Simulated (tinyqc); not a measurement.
Complex band structure along [001] in sp3s* tight binding, step by step. Values are carried at full precision from step to step, so a last printed digit may differ when a step is redone from the rounded ones.

For k = (0, 0, kz) the phase sums are g0 = cos(phi) and g3 = i sin(phi), phi = kz a/4, and the s, pz, s* orbitals of anion (a) and cation (c) decouple from px, py. With z = exp(i phi), H(z) = H0 + z T + T^T/z for any complex z. H0 is diagonal (Esa, Epa, Exa, Esc, Epc, Exc). The anion-cation block is B(z) = z U + W/z and the cation-anion block z W^T + U^T/z, where U has Vss/2 (s,s), Vsapc/2 (s,z), -Vscpa/2 (z,s), Vxx/2 (z,z), Vxapc/2 (s*,z), -Vpaxc/2 (z,s*), and W has the same values with the s-z and s*-z signs reversed. |z| = 1 is a band state, |z| < 1 decays along [001] as exp(-kappa d) over a distance d, kappa = -(4/a) ln|z|. No spin-orbit coupling.

Constants: hbar^2/2m0 = 3.80998211 eV angstrom^2.

Inputs chosen for the exercise (out of a larger set: near a published set for GaAs, fitted to gaps, whose masses and valley positions are rough (light masses up to twice too heavy); not measured data):
- p = (-8.3, 1.048, -2.629, 3.675, 8.514, 6.791, -6.503, 1.937, 5.132, 4.432, 5.781, 4.813, 4.768) eV (order Esa, Epa, Esc, Epc, Exa, Exc, Vss, Vxx, Vxy, Vsapc, Vscpa, Vxapc, Vpaxc)
- dE = 1.32 eV (E - Ev)
- a = 5.658 angstrom (lattice constant)

## The layer matrices

Parameters in the order Esa, Epa, Esc, Epc, Exa, Exc, Vss, Vxx, Vxy, Vsapc, Vscpa, Vxapc, Vpaxc. Form H0 and T.

diagonal of H0 (eV): sa -8.3000, za 1.0480, s*a 8.5140, sc -2.6290, zc 3.6750, s*c 6.7910

T (eV):
```
          sa      za      s*a       sc      zc      s*c
sa    0.0000  0.0000   0.0000  -3.2515  2.2160   0.0000
za    0.0000  0.0000   0.0000  -2.8905  0.9685  -2.3840
s*a   0.0000  0.0000   0.0000   0.0000  2.4065   0.0000
sc   -3.2515  2.8905   0.0000   0.0000  0.0000   0.0000
zc   -2.2160  0.9685  -2.4065   0.0000  0.0000   0.0000
s*c   0.0000  2.3840   0.0000   0.0000  0.0000   0.0000
```

## Edges at Gamma

At z = 1 the levels follow from the blocks [[Esa, Vss], [Vss, Esc]] and [[Epa, Vxx], [Vxx, Epc]]: Ev is the lower p root, and the direct gap ends at the lower of the upper roots.

Ev = 0.0211 eV
EG (direct gap) = 1.6087 eV

## Complex wave vectors at one energy in the gap

Solve det(H0 - E + z T + T^T/z) = 0 with E = Ev + dE, as the linear problem [[0, 1], [-T^T, E - H0]] x = z [[1, 0], [0, T]] x. Roots come as z, -z, 1/z and conjugates; list those with 0 < |z| < 1 and Re z, Im z >= 0, by falling |z|. Re kz = arg(z)/(pi/2) in units of 2 pi/a, kappa = -(4/a) ln|z|.

Decaying roots:
```
Re z      Im z     |z|  Re kz (2 pi/a)  kappa (1/angstrom)
0.8869  0.0000  0.8869          0.0000              0.0848
0.1010  0.5052  0.5152          0.8743              0.4689
```

The slowest root has kappa = 0.0848 1/angstrom at Re kz = 0.000: a purely imaginary k at Gamma. The probability falls by exp(-2 kappa d), a factor 5.45 over 1 nm.

## The px, py block

For px and py the determinant gives (E - Epa)(E - Epc) = Vxx^2 cos^2(phi) + Vxy^2 sin^2(phi). With phi = i kappa a/4 this is sinh^2(kappa a/4) = ((E - Epa)(E - Epc) - Vxx^2)/(Vxx^2 - Vxy^2), E = Ev + dE. Parameters in the order Esa, Epa, Esc, Epc, Exa, Exc, Vss, Vxx, Vxy, Vsapc, Vscpa, Vxapc, Vpaxc.

sinh^2(kappa a/4) = 0.19642
kappa of the heavy-hole branch = 0.3039 1/angstrom

This branch decays faster than the slowest root of the s-pz block (0.0848), by a factor 3.58 in kappa.

## Band-edge masses of the same block

From the real bands: m/m0 = c h^2/|E(h) - E(0)| with kz = h = 0.001 1/angstrom for level 2 (light hole) and level 3 (electron) of the 6 x 6 matrix; c = hbar^2/2m0.

masses of this model, from the curvature at Gamma (m0): m_lh 0.0928, m_e 0.1252

These are masses of the nearest-neighbour model without spin-orbit coupling, which is fitted to gaps and often gives the electron too heavy.

## Checks

- Largest distance of a level of the 6 x 6 block at kz = 0.37 (2 pi/a) from a level of the full matrix, against zero (eV): both 0.000000.
- Kappa 0.1 meV above Ev against sqrt(m_lh E/c): 0.001560 against 0.001561.

(tinyqc, `OMP_NUM_THREADS=1 python tinyqc.py 1482007 1482008 out.jsonl`, Intel(R) Xeon(R) Processor @ 2.30GHz, 1 thread, shared host, about 0.01 s.)
